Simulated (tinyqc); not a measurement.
Inside a calculation. Model: junctionless gate-all-around wire, depletion approximation.

Numbers from tinyqc (`OMP_NUM_THREADS=1 python tinyqc.py 2460105 2460106 out.jsonl`; about 0.01 s on one thread of a shared Intel Xeon 2.30GHz). Printed values are rounded.

A uniformly doped n-type wire of radius R under a surrounding gate; long channel. Below flat band a shell from radius rc to R is fully depleted and the neutral core, at channel potential V (0 at the source, Vd at the drain), carries the current with constant mobility; s = (rc/R)^2 is the share of the cross-section that conducts. The edge of the depleted shell is taken as abrupt, so there is no subthreshold current.

Parameters, values chosen for the exercise; material values those of a made-up semiconductor: relative permittivity of the semiconductor eps_r = 10.2; relative permittivity of the gate insulator eox = 9; insulator thickness tox = 4.1 nm; wire radius R = 10 nm; donor density Nd = 9.7e18 cm^-3; flat-band voltage Vfb = 0.74 V; effective mobility in the wire mu = 50 cm^2/(V s); gate length L = 0.5 um; gate voltage Vg = 0.39 V; drain voltage Vd = 1 V.

Constants: q = 1.602176634e-19 C, eps0 = 8.8541878128e-14 F/cm where lengths are in cm. Results are converted to the units shown.

## Voltages that deplete the wire

Cox = eps0 eox/(R ln(1 + tox/R)); A = q Nd R^2/(4 eps0 eps_r); B = q Nd R/(2 Cox); VT = Vfb - A - B.

Cox = 2.31927 uF/cm^2
A = 0.430203 V
B = 0.335043 V
VT = -0.0252462 V

Of the 0.765 V needed, 43.8 % drops over the insulator. The device is normally on.

## Iteration 1: conducting share at the source by Newton steps

s at the start = 0.2

With V = 0: f = A (1 - s + s ln s) + B (1 - s) - (Vfb - Vg); f' = A ln s - B; s(new) = s - f/f'.

f = 0.123720 V
f' = -1.02743 V
s after iteration 1 = 0.320417

## Iteration 2: conducting share at the source by Newton steps

As before.

f = 0.0131631 V
f' = -0.824671 V
s after iteration 2 = 0.336379

## Course of the iteration: conducting share at the source by Newton steps

Stop when s changes by less than 1e-11, or after 30 iterations. s must stay positive.

Course of the iteration:
```
iteration         s  |change|
1          0.320417     0.120
2          0.336379    0.0160
3          0.336588   2.09e-4
4          0.336588   3.49e-8
5          0.336588   < 1e-13
```

Converged in 5 iterations. At the end the number of correct digits about doubles with each step.

## Core radius, conductance and current

s0 = 0.336588
sL = 0

s solves Vfb - Vg + V = A (1 - s + s ln s) + B (1 - s), and s = 0 where the left side exceeds A + B. I = (q mu Nd pi R^2/L)[g(s0) - g(sL)], g = A (s^2/4 - (s^2/2) ln s) + B s^2/2, with s0 at V = 0 and sL at V = Vd. rc = R sqrt(s0); the small-signal conductance at Vd = 0 is q mu Nd pi R^2 s0/L.

rc at the source = 5.80162 nm
conductance = 1.64335 uS
I = 0.281708 uA

The drain end is pinched off, so the current is saturated.
